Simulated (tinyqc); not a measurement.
From one set of inputs to another, one input at a time: physical sputtering: collision-cascade yield, angular dependence, faceting and resputtering in deposition. Computed by tinyqc, a small Python program. Command: `OMP_NUM_THREADS=1 python tinyqc.py 3021792 3021793 out.jsonl sputter ladder`. One thread of a shared host (Intel(R) Xeon(R) Processor @ 2.30GHz), about 0.01 s of CPU time with the checks.

Ions start collision cascades; atoms that reach the surface with more than U leave. The target is amorphous or fine-grained.

The inputs printed are set A. Set A is modelled on argon ions on silicon; the values taken over come from a set modelled on krypton ions on copper. Inputs not listed in the table keep their values of set A, so the rows need not describe a real material.

Inputs (values chosen for the exercise, modelled on argon ions on silicon):

| quantity | value | unit |
|---|---|---|
| ion Z1 | 18 | - |
| ion mass M1 | 39.95 | u |
| target Z2 | 14 | - |
| target mass M2 | 28.09 | u |
| surface binding energy U | 4.63 | eV |
| target density N | 49.9 | 1/nm^3 |
| fit factor Q | 0.61 | - |
| ion energy E | 1100 | eV |
| current density J | 0.21 | mA/cm^2 |
| angular exponent f | 2 | - |
| angle of the largest yield | 63 | degrees |
| angle of incidence | 40 | degrees |

Constants: e = 1.602176634e-19 C.

Method:
- gamma = 4 M1 M2/(M1 + M2)^2; threshold E_th = 6.7 U/gamma for M1 >= M2, else U (1 + 5.7 M1/M2)/gamma. eps = 0.03255 M2 E/(Z1 Z2 (M1 + M2) z), z = (Z1^(2/3) + Z2^(2/3))^(1/2), E in eV; s_n = 3.441 sqrt(eps) ln(eps + 2.718)/(1 + 6.355 sqrt(eps) + eps (6.882 sqrt(eps) - 1.708)); S_n = 84.78 Z1 Z2 M1 s_n/((M1 + M2) z) in eV angstrom^2; alpha = 0.249 (M2/M1)^0.56 + 0.0035 (M2/M1)^1.5 for M1 <= M2, else 0.0875 (M2/M1)^(-0.15) + 0.165 M2/M1; Y0 = 0.042 Q alpha S_n/U [1 - sqrt(E_th/E)]^2.5 (the electronic-loss factor of the full formula is dropped).
- Erosion rate = Y0 J/(e N); 1 cm^2 = 1e14 nm^2.
- Angular law: Y/Y0 = t^f exp(-f cos(a_opt)(t - 1)), t = 1/cos(angle), largest at a_opt. A plane tilted by the angle recedes along the beam at a speed proportional to Y(angle), and along its own normal as Y cos(angle).

Each row keeps all changes above it:

| input moved | from | to | yield Y0 (atoms per ion) | yield at the angle (atoms per ion) | normal speed relative to a flat surface |
|---|---|---|---|---|---|
| set A | - | - | 0.62722 | 0.80999 | 0.98927 |
| current density J (mA/cm^2) | 0.21 | 0.73 | 0.62722 | 0.80999 | 0.98927 |
| angular exponent f | 2 | 1.4 | 0.62722 | 0.75018 | 0.91621 |
| ion energy E (eV) | 1100 | 170 | 0.12920 | 0.15453 | 0.91621 |
| fit factor Q | 0.61 | 0.96 | 0.20334 | 0.24320 | 0.91621 |
| ion mass M1 (u) and ion Z1 | 39.95, 18 | 83.8, 36 | 0.15206 | 0.18187 | 0.91621 |
| target mass M2 (u) and target Z2 and target density N (1/nm^3) and surface binding energy U (eV) | 28.09, 14, 49.9, 4.63 | 63.55, 29, 84.9, 3.49 | 0.58559 | 0.70038 | 0.91621 |

Which inputs carry the difference?

Yield Y0 goes from 0.627 to 0.586, a factor 0.934 in all. The largest single move comes from ion energy E (a factor 0.206), and target mass M2 with target Z2 with target density N with surface binding energy U works against it (a factor 3.85). Yield at the angle goes from 0.810 to 0.700, a factor 0.865 in all. The largest single move comes from ion energy E (a factor 0.206), and target mass M2 with target Z2 with target density N with surface binding energy U works against it (a factor 3.85). Normal speed relative to a flat surface goes from 0.989 to 0.916, a factor 0.926 in all. The largest single move comes from angular exponent f (a factor 0.926). The single moves hold for this order of the switches; the total does not depend on the order.

Caution (rows ion energy E, fit factor Q, ion mass M1, target mass M2): within a few times the threshold, cascades are short and these fits are rough.

Extremes, crossings and ranges named in words are read from the listed rows.
